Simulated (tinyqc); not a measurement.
Pull-up strength from the switching point.

Problem. Transistor (EKV form, voltages against the body): I = 2 n b Vt^2 [F(vp - Vs) - F(vp - Vd)] from drain to source, F(v) = ln^2(1 + exp(v/(2 Vt))), vp = (Vg - VT + sg |Vd - Vs|)/n. n-channel bodies are at 0; for the p-channel device all voltages are counted down from Vdd. b in uA/V^2 gives I in uA. In an inverter In(Vg = Vd = VM) equals Ip at the switching point VM. Find bp and the current there.

Parameters, values chosen for the exercise: temperature T = 400 K; supply voltage Vdd = 0.8 V; slope factor n = 1.27; drain-induced barrier lowering sg = 0.038; n-channel threshold VTn = 0.33 V; p-channel threshold (magnitude) VTp = 0.43 V; gain factor of the pull-down transistor bn = 590 uA/V^2.

Constants: q = 1.602176634e-19 C, kB = 1.380649e-23 J/K, Vt = kB T/q. Results are converted to the units shown.

VM = 0.351833396 V

Solution. Ip is proportional to bp, so bp is In(VM) over the p-channel current for unit b.

bp = 590.0 uA/V^2
current at VM = 1.488 uA

Program tinyqc, `OMP_NUM_THREADS=1 python tinyqc.py 2340007 2340008 out.jsonl`; Intel Xeon 2.30GHz, shared host, one thread, about 0.04 s.
